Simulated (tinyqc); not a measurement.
Worked calculation: round or elliptic silicon nanowire with anisotropic valleys (Ritz method). Values are carried at full precision from step to step, so a last printed digit may differ when a step is redone from the rounded ones.

Wire along x = [110] on a (001) wafer, y = [-110], z = [001]. Valley groups (w = inverse masses): A, two valleys along z: w_y = 1/mt, w_z = 1/ml, m_x = mt; B, four valleys in the wafer plane: w_y = (1/ml + 1/mt)/2, w_z = 1/mt, m_x = (ml + mt)/2.

Constants: hbar^2/2m0 = 3.80998211 eV angstrom^2; kB = 8.617333262e-05 eV/K.

Inputs chosen for the exercise (near those of a Si nanowire; shifted at random, so the results belong to these values and not to a real crystal): ml = 0.905 m0 (longitudinal mass); mt = 0.189 m0 (transverse mass); a = 44 angstrom (semi-axis along y); b = 44 angstrom (semi-axis along z); group = A (valley group worked out); T = 300 K (temperature).

## Stretching the ellipse

Scaling y by 1/sqrt(w_y) and z by 1/sqrt(w_z) makes the mass 1 and the semi-axes A = a/sqrt(w_y), B = b/sqrt(w_z). List them with the one-function estimate 3c (1/A^2 + 1/B^2) and the slender limit c (pi/2s)^2 (1 + 2s/(pi l)), s and l the smaller and larger of A, B; c = hbar^2/2m0.

Groups:
```
group  g      A      B  axis ratio  one function (eV)  slender limit (eV)
A      2  19.13  41.86       2.188             0.0378              0.0332
B      4  24.60  19.13       1.286             0.0501              0.0384
```

The one-function value suits axis ratios near 1 and the slender limit ratios well above 2.

## Matrices of three even functions

Hard wall on the ellipse (y/a)^2 + (z/b)^2 = 1, c = hbar^2/2m0. With u = y/a, v = z/b the operator is -c [(w_y/a^2) d2/du2 + (w_z/b^2) d2/dv2] on the unit disc. Basis (1 - u^2 - v^2) u^i v^j; S, X and Y are the disc integrals of f f', (df/du)(df'/du) and (df/dv)(df'/dv), from the integral of u^p v^q = 2 Gamma((p+1)/2) Gamma((q+1)/2)/((p + q + 2) Gamma((p+q+2)/2)) for even p, q; H = c (w_y X/a^2 + w_z Y/b^2).

Basis 1, u^2, v^2 times (1 - u^2 - v^2); form S and H for the chosen group.

S, lower triangle:
```
            1       u^2       v^2
1    1.047198
u^2  0.130900  0.039270
v^2  0.130900  0.013090  0.039270
```

H (meV), lower triangle:
```
           1     u^2     v^2
1    39.5434
u^2   6.5906  7.9234
v^2   6.5906  0.8238  3.6101
```

## Lowest level in this basis

Solve H p = E S p for the wire level; give E, the ratios p2/p1 and p3/p1, and H11/S11.

E = 35.8 meV

ratios: -0.25  -0.82

one function = 37.8 meV

The two added functions lower the level by 1.9 meV (5.1 %), mostly by narrowing the state along v, the direction in which the stretched ellipse is long.

## Subbands

Converged values use 21 functions of each parity class (e or o in u, then in v).

The nine lowest levels of all groups and parity classes.

Subbands:
```
group, parity  g  m_x (m0)  E (eV)
A ee           2    0.1890  0.0358
B ee           4    0.5470  0.0482
A eo           2    0.1890  0.0603
A ee           2    0.1890  0.0938
B oe           4    0.5470  0.1072
A oe           2    0.1890  0.1202
A eo           2    0.1890  0.1367
B eo           4    0.5470  0.1374
A oo           2    0.1890  0.1589
```

At 300 K and without degeneracy the populations go as g sqrt(m_x) exp(-E/kB T): among these nine the lowest level holds 25 % and the light transport mass mt 40 % of the electrons.

## Checks

- Circle of radius a with both masses mt against c (2.404826/R)^2/m, eV: both 0.0602.

Program tinyqc; command `OMP_NUM_THREADS=1 python tinyqc.py 1281762 1281763 out.jsonl`; about 0.07 s on one thread of a shared Intel(R) Xeon(R) Processor @ 2.30GHz.
